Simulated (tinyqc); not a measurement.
Inside a calculation. Method: plane-wave Kohn-Sham cycle with exchange-only LDA in a layered model solid. One step of it, computed by the program tinyqc.

Problem. Iteration 2: levels at that k. Diagonalise the Hermitian matrix.

H (hartree), order -2, -1, +0, +1, +2:
```
[[0.140246, -0.040300, -0.067691, -0.000592, -0.000316],
 [-0.040300, -0.153238, -0.040300, -0.067691, -0.000592],
 [-0.067691, -0.040300, -0.233279, -0.040300, -0.067691],
 [-0.000592, -0.067691, -0.040300, -0.099877, -0.040300],
 [-0.000316, -0.000592, -0.067691, -0.040300, 0.246967]]
```

Give: eigenvalues.

Solution.

eigenvalues (hartree): [-0.297, -0.160, -0.059, 0.156, 0.260]
